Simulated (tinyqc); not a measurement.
What each parameter does: pair of shallow donors (hydrogen-like orbitals).

Each donor has the orbital exp(-r/a); energy unit Ha* = q/(eps a), q = e^2/(4 pi eps0), so that a lone donor is bound by Ha*/2; x = R/a. One electron: S = (1 + x + x^2/3) exp(-x), j = 1/x - (1 + 1/x) exp(-2x), k = (1 + x) exp(-x); levels E(+/-) = -1/2 - (j +/- k)/(1 +/- S) in Ha*, without the repulsion of the ions, split by D = |E(-) - E(+)|. In six valleys the overlaps S and k are multiplied by v = [cos(K Rx) + cos(K Ry) + cos(K Rz)]/3, K = k0 (2 pi/a_lat), for isotropic envelopes and the symmetric valley state.

Two electrons, Heitler-London: with S' = (1 - x + x^2/3) exp(x), C = 1/x - exp(-2x)(1/x + 11/8 + 3x/4 + x^2/6), X = (1/5){exp(-2x)(25/8 - 23x/4 - 3x^2 - x^3/3) + (6/x)[S^2 (0.5772157 + ln x) + S'^2 Ei(-4x) - 2 S S' Ei(-2x)]}, Q = C - 2j + 1/x and A = X - 2 S k + S^2/x, the singlet and triplet lie at (Q +/- w A)/(1 +/- w S^2) from two lone donors, with the valley weight w = v^2; the exchange is J = triplet - singlet.

Constants: e^2/(4 pi eps0) = 14.39964547 eV angstrom.

Parameters, chosen for this exercise (near those of two donors in Si; the results hold for these values, not for the real material): a = 16.9 angstrom (orbital radius); eps = 11.2 (dielectric constant); n = (12.25, 0.25, 0.25) a_lat (separation vector); a_lat = 5.431 angstrom (lattice constant); k0 = 0.854 2 pi/a_lat (valley position).

x, D = |E(-) - E(+)| and J.

Results for these values:

| case | x | D (meV) | J (micro-eV) |
|---|---|---|---|
| base | 3.938 | 1.213 | 49.4 |

What happens to each result for k0 = 0.834 2 pi/a_lat, all else kept?

Answer: x does not change at the printed digits; D rises from 1.213 to 1.705; J rises from 49.4 to 97.2.

The same for each parameter in turn:

| case | x | D (meV) | J (micro-eV) |
|---|---|---|---|
| base | 3.938 | 1.213 | 49.4 |
| a = 15.2 angstrom | 4.379 | 0.9838 | 28.8 |
| eps = 12.3 | 3.938 | 1.105 | 44.9 |
| k0 = 0.834 2 pi/a_lat | 3.938 | 1.705 | 97.2 |
| n = (13.25, 0.25, 0.25) a_lat | 4.260 | 0.1021 | 0.346 |

Computed by tinyqc, a small Python program: `OMP_NUM_THREADS=1 python tinyqc.py 1250747 1250748 out.jsonl` (the numbers bound the seed that draws the inputs); one thread of a shared host (Intel(R) Xeon(R) Processor @ 2.30GHz), about 0.01 s for the whole set of steps.
